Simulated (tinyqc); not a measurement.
Out-diffusion of a doped substrate or buried layer into a growing epitaxial film. Changing the later thermal budget (Dt)2. Computed by tinyqc, a small Python program. Command: `OMP_NUM_THREADS=1 python tinyqc.py 3017261 3017262 out.jsonl buried sweep`. One thread of a shared host (Intel(R) Xeon(R) Processor @ 2.30GHz), about 0.01 s of CPU time with the checks.

x is counted from the original substrate surface into the film, whose surface moves as x = v t. Substrate dopant has one diffusivity; the dopant of the film is taken as uniform.

Inputs (values chosen for the exercise, modelled on phosphorus in silicon): prefactor D0 = 5.05 cm^2/s; activation energy E = 3.66 eV; substrate concentration C_s = 3.6e+19 1/cm^3; film doping C_e = 3.6e+16 1/cm^3; growth rate v = 1.8 um/min; film thickness d = 0.68 um; growth temperature T = 1200 C; autodoping level at the start, as a share of C_s = 2e-05; decay length of autodoping = 0.56 um.

Film doping: same type as the substrate.

Constants: k_B = 8.617333262e-05 eV/K.

Method:
- D = D0 exp(-E/(k_B T)); growth time t = d/v; l = 2 sqrt(D t); growth number G = v t/l = d/l; 1 um = 1e-4 cm.
- Temperatures in kelvin are T(C) + 273.15.
- After growth and the later budget: l2 = 2 sqrt(D t + (Dt)2); C(x) = (C_s/2) erfc(x/l2) + share x C_s exp(-x/decay length) for x > 0 (autodoping taken as unchanged by the later budget). The transition x_t solves C(x) = C_e, where the total doping is twice the intended value.
- Usable film = d - x_t. Also give x_t for the erfc term alone, after growth and after the later budget.

One run for each value; columns: (1) later thermal budget (Dt)2 (cm^2); (2) x_t after the later budget, erfc alone (um); (3) x_t with autodoping (um); (4) usable film (um):
```
(1)          (2)     (3)     (4)
1.00e-13  0.2570  0.2573  0.4227
4.00e-13  0.2581  0.2584  0.4216
1.00e-12  0.2603  0.2606  0.4194
5.00e-12  0.2746  0.2749  0.4051
2.00e-11  0.3226  0.3229  0.3571
6.00e-11  0.4248  0.4252  0.2548
2.00e-10  0.6692  0.6696  0.0104
```

What does the table show, and why?

Over the rows, x_t after the later budget, erfc alone (um) rises from 0.257 to 0.669 (exponent d ln y / d ln x 0.0031 between the first rows and 0.38 between the last); x_t with autodoping (um) rises from 0.257 to 0.670 (exponent d ln y / d ln x 0.0031 between the first rows and 0.38 between the last); usable film (um) falls from 0.423 to 0.0104 (exponent d ln y / d ln x -0.0019 between the first rows and -2.7 between the last). At the low end the exponent of x_t after the later budget, erfc alone is 0.00, close to 0: the growth dominates.  Left out: 8.00e-10, 3.00e-9 (the transition reaches the surface).

Caution (all rows): the substrate doping is comparable to or above the intrinsic density at growth temperature, so the diffusivity may be higher on that side. Caution (rows 2.00e-10): the transition comes within a diffusion length of the surface, so the surface matters and the simple erfc is rough.
